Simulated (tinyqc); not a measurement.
Effective work function and flat-band voltage of a metal/high-k/SiO2/Si stack with a dipole layer: one step. The dipole density for a target. Five cases, with inputs chosen for the exercise.

Task: Nd = (Wt - WM - shifts) ed/(4 pi e2 qd dd); compare with a monolayer of about 7e14 sites per cm^2.
Constants: e^2/(4 pi eps0) = 14.39964547 eV angstrom.

Case 1.

Values chosen (a stack on Si capped with a lanthanum-like oxide; the results hold for these values, not for the real material): Wt = 4.14 eV (target work function); WM = 4.37 eV (work function of the metal on the high-k layer); qd = 0.49 e (charge of a dipole); dd = 2.2 angstrom (its length); ed = 8.7 (dielectric constant in the dipole layer).

shifts from the two charges (V): [-0.004322, -0.057128]

Case 2.

Values chosen (a stack on Si capped with a magnesium-like oxide; the results hold for these values, not for the real material): Wt = 4.22 eV (target work function); WM = 4.58 eV (work function of the metal on the high-k layer); qd = 0.36 e (charge of a dipole); dd = 1.8 angstrom (its length); ed = 7.7 (dielectric constant in the dipole layer).

shifts from the two charges (V): [-0.054273, 0.005488]

Case 3.

Values chosen (a stack on Si capped with a titanium-like oxide; the results hold for these values, not for the real material): Wt = 4.9 eV (target work function); WM = 4.65 eV (work function of the metal on the high-k layer); qd = 0.32 e (charge of a dipole); dd = 1.7 angstrom (its length); ed = 7.5 (dielectric constant in the dipole layer).

shifts from the two charges (V): [-0.004044, 0.003598]

Case 4.

Values chosen (a stack on Si capped with an aluminium-like oxide; the results hold for these values, not for the real material): Wt = 4.87 eV (target work function); WM = 4.87 eV (work function of the metal on the high-k layer); qd = 0.48 e (charge of a dipole); dd = 2.5 angstrom (its length); ed = 9.9 (dielectric constant in the dipole layer).

shifts from the two charges (V): [-0.027870, 0.093025]

Case 5.

Values chosen (a stack on Si capped with a titanium-like oxide; the results hold for these values, not for the real material): Wt = 4.3 eV (target work function); WM = 4.68 eV (work function of the metal on the high-k layer); qd = 0.26 e (charge of a dipole); dd = 1.9 angstrom (its length); ed = 8.7 (dielectric constant in the dipole layer).

shifts from the two charges (V): [0.002809, -0.004014]

Give: step needed; Nd; share of a monolayer.

Result:

Case 1.

step needed = -0.1686 eV
Nd = -7.52e+13 cm^-2
share of a monolayer = 10.7 %

The sign suits this cap.

Case 2.

step needed = -0.3112 eV
Nd = -2.04e+14 cm^-2
share of a monolayer = 29.2 %

The sign suits this cap.

Case 3.

step needed = 0.2504 eV
Nd = 1.91e+14 cm^-2
share of a monolayer = 27.3 %

The sign suits this cap.

Case 4.

step needed = -0.0652 eV
Nd = -2.97e+13 cm^-2
share of a monolayer = 4.2 %

The sign is opposite to what this cap gives, so another cap or metal is needed.

Case 5.

step needed = -0.3788 eV
Nd = -3.69e+14 cm^-2
share of a monolayer = 52.7 %

The sign is opposite to what this cap gives, so another cap or metal is needed; at this coverage dipoles depolarise each other, and the linear law overstates the step.

Computed by tinyqc, one run a case: `OMP_NUM_THREADS=1 python tinyqc.py N N+1 out.jsonl` with N = 1880882, 1880912, 1880923, 1880949, 1880955; one thread of a shared Intel(R) Xeon(R) Processor @ 2.30GHz, about 0.01 s a run at most.
